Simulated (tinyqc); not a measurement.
Inside a calculation. Method: geometry optimisation on the UHF/sto-6g surface (energies and gradients from PySCF), for H4+, spin multiplicity 2. Computed by tinyqc, a small Python program that keeps every step (integrals from PySCF). Settings: charge = 1, multiplicity = 2, basis = sto-6g, optimiser = sd, first Hessian = 0.3, largest step = 0.3, iteration cap = 30. Command: `OMP_NUM_THREADS=1 python tinyqc.py 27981 27982 out.jsonl` (the two numbers bound the seeds that draw the settings). One thread of a shared host (Intel(R) Xeon(R) Processor @ 2.60GHz), about 2 s of CPU time with the checks.

## Step 1: energy and gradient

positions at the start (bohr):
```
            x          y         z
1H  -0.088817  -0.020787  0.081258
2H   0.047243   0.054802  1.421074
3H  -0.083148  -0.045353  3.641502
4H   0.017008  -0.060471  5.013443
```

Self-consistent energy and analytic gradient at these positions.

energy = -1.71805397 hartree

gradient (hartree/bohr):
```
              x            y            z
1H   0.01219372   0.00676288   0.11578439
2H  -0.01150891  -0.00610683  -0.13528447
3H   0.00759284  -0.00172072   0.12851128
4H  -0.00827765   0.00106467  -0.10901120
```

## Step 1: move

Steepest descent, p = -g / 0.3; steps longer than 0.3 bohr are cut back (factor 0.366 here).

positions after step 1 (bohr):
```
            x          y          z
1H  -0.103677  -0.029029  -0.059843
2H   0.061269   0.062244   1.585939
3H  -0.092401  -0.043256   3.484891
4H   0.027095  -0.061769   5.146291
```

## Step 2: energy and gradient

As before.

energy = -1.75237422 hartree

gradient (hartree/bohr):
```
              x            y            z
1H   0.00047206   0.00017434   0.00422860
2H  -0.00001603   0.00016165  -0.01144906
3H  -0.00009476  -0.00024259   0.01086943
4H  -0.00036127  -0.00009341  -0.00364897
```

## Step 2: move

Steepest descent, p = -g / 0.3; steps longer than 0.3 bohr are cut back.

positions after step 2 (bohr):
```
            x          y          z
1H  -0.105251  -0.029610  -0.073939
2H   0.061322   0.061705   1.624103
3H  -0.092085  -0.042448   3.448660
4H   0.028299  -0.061457   5.158454
```

## Convergence

Stop when the largest gradient component is below 3e-5 hartree/bohr.

Course of the optimisation:
```
step  E (hartree)  largest gradient (hartree/bohr)
1     -1.71805397                         1.35e-01
2     -1.75237422                         1.14e-02
3     -1.75260783                         5.14e-03
4     -1.75269464                         3.70e-03
5     -1.75272053                         1.76e-03
6     -1.75273003                         1.29e-03
7     -1.75273343                         6.29e-04
8     -1.75273480                         4.69e-04
9     -1.75273542                         2.29e-04
10    -1.75273578                         1.76e-04
11    -1.75273603                         1.16e-04
12    -1.75273624                         1.11e-04
13    -1.75273643                         1.10e-04
14    -1.75273661                         1.07e-04
15    -1.75273678                         1.06e-04
16    -1.75273695                         1.04e-04
17    -1.75273711                         1.03e-04
18    -1.75273727                         1.01e-04
19    -1.75273742                         9.92e-05
20    -1.75273757                         9.75e-05
21    -1.75273771                         9.59e-05
22    -1.75273785                         9.43e-05
23    -1.75273799                         9.28e-05
24    -1.75273812                         9.12e-05
25    -1.75273825                         8.97e-05
26    -1.75273837                         8.83e-05
27    -1.75273849                         8.70e-05
28    -1.75273860                         8.57e-05
29    -1.75273871                         8.44e-05
30    -1.75273882                         8.31e-05
```

Distances after the last move, whose energy is not in the table (angstrom):
```
pair   distance
2H-1H  0.891939
3H-1H  1.855733
3H-2H  0.972783
4H-1H  2.747169
4H-2H  1.859616
4H-3H  0.892970
```

Not converged within 30 steps: the energy falls at every step, but slowly. Reruns: method bfgs, first Hessian 0.6, largest step 0.3: converged in 17 (E = -1.75274).
